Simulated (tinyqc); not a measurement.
Minority carriers and saturation current of a heavily doped emitter: one step of the calculation.

n-type, parabolic bands, full ionisation. eta = (EF - Ec)/kB T solves N = Nc F12(eta), F12(x) = (2/sqrt(pi)) int_0^infinity sqrt(u)/(1 + exp(u - x)) du. The gap shrinks rigidly by dEg = E1 [ln(N/N0) + sqrt(ln^2(N/N0) + 0.5)], an empirical law that is here taken as the true narrowing.

Task. Effective intrinsic density. ni = sqrt(Nc Nv) exp(-Eg/(2 Vt)), Eg in volts; degeneracy factor g = F12(eta) exp(-eta); nie^2 = ni^2 exp(dEg/kB T) g, p0 = nie^2/N; apparent narrowing dEg + kB T ln g.

Values chosen for this exercise; band and dielectric values close to those of silicon:
- T = 250 K (temperature)
- Eg = 1.1 eV (band gap)
- Nc = 2.12e19 cm^-3 (conduction-band density of states at 250 K)
- Nv = 2.02e19 cm^-3 (valence-band density of states at 250 K)
- N = 1e20 cm^-3 (ionised donor density)
- E1 = 8.7 meV (energy of the narrowing law)
- N0 = 1.7e17 cm^-3 (density of the narrowing law)

Constants: q = 1.602176634e-19 C, kB = 1.380649e-23 J/K, Vt = kB T/q. Results are converted to the units shown.

converged eta = 3.1223429

Wanted: ni; dEg; g; apparent narrowing; nie; p0.

Result.

ni = 1.6917e8 cm^-3
dEg = 111.30 meV
g = 0.20780
apparent narrowing = 77.454 meV
nie = 1.0210e9 cm^-3
p0 = 0.010425 cm^-3

Narrowing multiplies p0 by 175 and degeneracy by 0.208.

Range of the model: Band tails, non-parabolic bands and incomplete ionisation are left out.

Numbers from tinyqc (`OMP_NUM_THREADS=1 python tinyqc.py 2330118 2330119 out.jsonl`; about 0.01 s on one thread of a shared Intel Xeon 2.30GHz).
